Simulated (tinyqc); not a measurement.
Telling the models apart: thermal, flicker and telegraph noise of a field-effect transistor. Computed by tinyqc, a small Python program. Command: `OMP_NUM_THREADS=1 python tinyqc.py 3013286 3013287 out.jsonl noise walk`. One thread of a shared host (Intel(R) Xeon(R) Processor @ 2.30GHz), about 0.01 s of CPU time with the checks.

Strong inversion, threshold roll-off and channel-length modulation left out; noise sources are uncorrelated and are given as one-sided spectral densities. The drain voltage is 50 mV.

Inputs (values chosen for the exercise, modelled on a silicon n-channel): width W = 25 micrometre; length L = 2400 nm; electrical oxide thickness t = 4.9 nm; mobility mu = 110 cm^2/(V s); oxide trap density N_t = 1.8e+18 1/(eV cm^3); oxide barrier phi = 2.8 eV; oxide mass m_ox = 0.4 m_0; Coulomb scattering coefficient alpha_sc = 4100 V s/C; frequency f = 100 Hz; temperature T = 300 K.

Operating region: linear. Flicker model: number with correlated mobility.

Constants: eps_0 = 8.8541878128e-12 F/m; hbar = 1.054571817e-34 J s; m_0 = 9.1093837015e-31 kg; e = 1.602176634e-19 C; k_B = 8.617333262e-05 eV/K.

Method. C_ox = 3.9 eps_0/t; I = mu C_ox (W/L) V_ov V_D; g_m = I/V_ov; g_d0 = I/V_D. Tunnelling length lambda = hbar/(2 sqrt(2 m_ox phi)); flat-band noise S_Vfb = e^2 k_B T lambda N_t/(W L C_ox^2 f). S_I = g_m^2 S_Vfb (1 + alpha_sc mu C_ox I/g_m)^2.

Against the overdrive:
```
V_ov (V)  I (microampere)  (g_m/I)^2 (1/V^2)  S_I/I^2 (1/Hz)  S_I/g_m^2 (V^2/Hz)
0.20                8.075             25.000      1.0454e-11          4.1817e-13
0.25               10.094             16.000      6.8922e-12          4.3076e-13
0.32               12.920              9.766      4.3818e-12          4.4870e-13
0.40               16.150              6.250      2.9353e-12          4.6965e-13
0.50               20.187              4.000      1.9860e-12          4.9651e-13
0.63               25.436              2.520      1.3418e-12          5.3254e-13
0.80               32.300              1.562      9.0870e-13          5.8157e-13
1.00               40.375              1.000      6.4201e-13          6.4201e-13
```

What does the comparison show, and why?

S_I/I^2 falls as V_ov^-1.87 at first and V_ov^-1.56 at the end; (g_m/I)^2 as V_ov^-2.00 and V_ov^-2.00. The input-referred noise rises by a factor 1.54, because trapped charge also scatters, and that term grows with I/g_m.
